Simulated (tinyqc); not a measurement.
Elastic strain and critical thickness of a cubic alloy layer A(1-x)B(x) on a thick substrate: one step, computed by the program tinyqc.

Strain is positive in tension. The layer is coherent with the substrate unless said otherwise.

Question. Isotropic constants and the prefactor A. Voigt averages: G = (C11 - C12 + 3 C44)/5, B = (C11 + 2 C12)/3, nu = (3 B - 2 G)/(2 (3 B + G)); b = a/sqrt(2). Edge dislocation with b in the interface: cos alpha = 0, cos lambda = 1. Matthews-Blakeslee: h_c = A [ln(h_c/b) + 1], A = b (1 - nu cos^2 alpha)/(4 pi |f| (1 + nu) cos lambda), the factor 4 pi being that of a buried layer, with a dislocation at both interfaces.

Growth plane: (001). Layer: buried under a thick cap. Misfit dislocation: edge.

elastic constants (GPa): C11 116.5590, C12 58.8046, C44 55.3148

free lattice constant a = 5.71434 angstrom

misfit f = -0.01073440

Give: shear modulus G; Poisson ratio nu; Burgers vector b; prefactor A.

Answer.

shear modulus G = 44.73976 GPa

Poisson ratio nu = 0.2594

Burgers vector b = 0.4041 nm

prefactor A = 2.379 nm
